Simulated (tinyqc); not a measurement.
Wafer bonding and layer transfer: bond energy, gap closing, particles, bonding of dissimilar wafers and hydrogen blisters: one step, computed by the program tinyqc. Command: `OMP_NUM_THREADS=1 python tinyqc.py 3012417 3012418 out.jsonl bond walk`. One thread of a shared host (Intel(R) Xeon(R) Processor @ 2.30GHz), about 0.01 s of CPU time with the checks.

gamma is the energy per area of each of the two surfaces; plates are isotropic.

Question. Blistering after hydrogen implantation. A flat crack of radius r under a layer of thickness d, as a clamped plate: centre height w = 3 p r^4/(16 E' d^3), volume pi r^2 w/3, energy release G = 3 p^2 r^4/(32 E' d^3), E' = E1/(1 - nu^2). It grows when G = 2 gamma_s. The gas comes from the area pi r^2: p V = (dose x share/2) pi r^2 k_B T, and G = p w/2 = (3/2) N k_B T with N the H2 molecules per area. Share needed: G = 2 gamma_s. The pressure and height at growth are given for r = 10 d.

Inputs (values chosen for the exercise, with wafer 1 close to silicon):

| quantity | value | unit |
|---|---|---|
| Young's modulus E1 | 138 | GPa |
| Poisson ratio nu | 0.18 | - |
| implant depth d | 1 | micrometre |
| hydrogen dose | 9.4 | 1e16/cm^2 |
| share of the dose released as H2 | 0.31 | - |
| surface energy of the weakened plane gamma_s | 0.94 | J/m^2 |
| anneal temperature T | 700 | K |

Constants: k_B = 1.380649e-23 J/K.

Give: energy release G; share of the dose needed; pressure at growth; height at growth.

Answer.

energy release G = 2.112 J/m^2

share of the dose needed = 0.2759

pressure at growth = 16.91 MPa

height at growth = 222.3 nm

The released gas suffices: cracks grow, as blisters under a free surface or as a split under a bonded stiffener. In this plate limit G depends on neither r nor d.
